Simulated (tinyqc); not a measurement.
# Worked calculation: deep-level transient spectroscopy

Numbers from tinyqc (`OMP_NUM_THREADS=1 python tinyqc.py 2050070 2050071 out.jsonl`; about 0.01 s on one thread of a shared Intel Xeon 2.30GHz). Printed values are rounded.

Schottky contact on an n-type layer with shallow donors Nd (all ionised) and a donor-like deep trap, neutral when filled and positive when empty; depletion approximation. Traps within lam of the depletion edge stay filled. A long pulse to Vp fills the traps beyond x1 = Wp - lam; back at Vr those between x1 and x2 = Wr - lam emit. A rate window reads S = C(t2) - C(t1).

Inputs (values chosen for the exercise); material values close to those of gallium nitride:
```
symbol    value   unit                                      meaning
eps_r      9.56                               relative permittivity
Nc      2.28e18  cm^-3   conduction-band density of states at 300 K
vth       2.6e7   cm/s                    thermal velocity at 300 K
Nd       1.7e15  cm^-3                        shallow donor density
Vbi        1.44      V                             built-in voltage
Et         0.31     eV  depth of the trap below the conduction edge
sn      4.1e-17   cm^2                        capture cross-section
Nt       2.6e13  cm^-3                                 trap density
Vr          1.5      V                                 reverse bias
Vp            0      V        reverse bias during the filling pulse
t1          0.2     ms                          first sampling time
t2          0.8     ms                         second sampling time
T           282      K                 temperature of the transient
F           6.4  kV/cm                            field at the trap
```

Constants: q = 1.602176634e-19 C, kB = 1.380649e-23 J/K, eps0 = 8.8541878128e-14 F/cm where lengths are in cm. Results are converted to the units shown.

## Emission rate and rate window

Emission rate en = sn vth(T) Nc(T) exp(-Et/kB T) = sn g T^2 exp(-Et/kB T), g = vth Nc/(300 K)^2, as vth goes as T^0.5 and Nc as T^1.5 (degeneracy factor 1). For an exponential transient S peaks where en = ew = ln(t2/t1)/(t2 - t1).

g = 6.58667e20 cm^-2 s^-1 K^-2
en = 6191.08 1/s
1/en = 0.161523 ms
ew = 2310.49 1/s

## Widths

lam = sqrt(2 eps0 eps_r (EF - ET)/(q Nd)), EF - ET = Et - (kB T/q) ln(Nc(T)/Nd), Nc(T) = Nc (T/300 K)^1.5. In the steady state at the band bending V, 2 eps0 eps_r V/q = Nd W^2 + Nt (W - lam)^2 (the second term only if W > lam). V = Vbi + Vr gives Wr and V = Vbi + Vp gives Wp; x1 = max(Wp - lam, 0).

lam = 292.083 nm
Wr = 1345.51 nm
Wp = 942.636 nm
x1 = 650.552 nm
x2 = 1053.42 nm
G = (x2^2 - x1^2)/Wr^2 = 0.379191

The rule Nt = 2 Nd |dC|/C assumes G = 1 and would understate Nt by a factor of about 1/G = 2.64 here (the limit of small Nt/Nd).

## The transient

| sample | t (ms) |
|---|---|
| 0 | 0 |
| 1 | 0.1 |
| 2 | 0.2 |
| 3 | 0.5 |
| 4 | 0.8 |
| 5 | 1.6 |
| 6 | 4 |

W(t)^2 = Wr^2 + (Nt/Nd)(x2^2 - x1^2) exp(-en t), C = eps0 eps_r/W; for small Nt, dC/C = -(Nt/2 Nd) G exp(-en t) with G = (x2^2 - x1^2)/Wr^2. S = C(t2) - C(t1).

| sample | C (nF/cm^2) | C - C(final) (pF/cm^2) |
|---|---|---|
| 0 | 6.27285 | -18.1631 |
| 1 | 6.28121 | -9.7990 |
| 2 | 6.28573 | -5.2817 |
| 3 | 6.29019 | -0.8253 |
| 4 | 6.29088 | -0.1288 |
| 5 | 6.29101 | -0.0009 |
| 6 | 6.29101 | 0.0000 |

S = 5.15289 pF/cm^2

## Step 1: peak temperature

T at the start = 300 K

Fixed-point step for en(T) = ew: T(new) = (Et q/kB)/ln(sn g T^2/ew), g = vth Nc/(300 K)^2.

T after step 1 = 259.438 K

## Course of the iteration for the peak temperature

Start from 300 K; stop when T changes by less than 1e-8 K.

Course of the iteration:

| step | T (K) | change (K) |
|---|---|---|
| 1 | 259.438 | 40.6 |
| 2 | 264.990 | 5.55 |
| 3 | 264.166 | 0.824 |
| 4 | 264.287 | 0.121 |
| 5 | 264.269 | 0.0178 |
| 6 | 264.272 | 2.61e-3 |
| 7 | 264.271 | 3.84e-4 |
| 8 | 264.271 | 5.63e-5 |
| 9 | 264.271 | 8.28e-6 |
| 10 | 264.271 | 1.22e-6 |
| 11 | 264.271 | 1.79e-7 |
| 12 | 264.271 | 2.63e-8 |
| 13 | 264.271 | 3.86e-9 |

Converged in 13 steps; each multiplies the error by -2 kB T/Et = -0.15.

## Poole-Frenkel lowering

A Coulomb centre of charge +q (when empty) in the field F lowers its barrier by dE = sqrt(q F/(pi eps0 eps_r)) along the field. One-dimensional rate: en exp(b), b = dE/kB T; three-dimensional (Hartke): en {[1 + (b - 1) exp(b)]/b^2 + 1/2}.

dE = 19.6366 meV
b = 0.808062
rate, one-dimensional = 13890.0 1/s
rate, three-dimensional = 8494.08 1/s

The one-dimensional form is 64 % above the three-dimensional one, which counts the directions in which the barrier is lowered less or not at all.
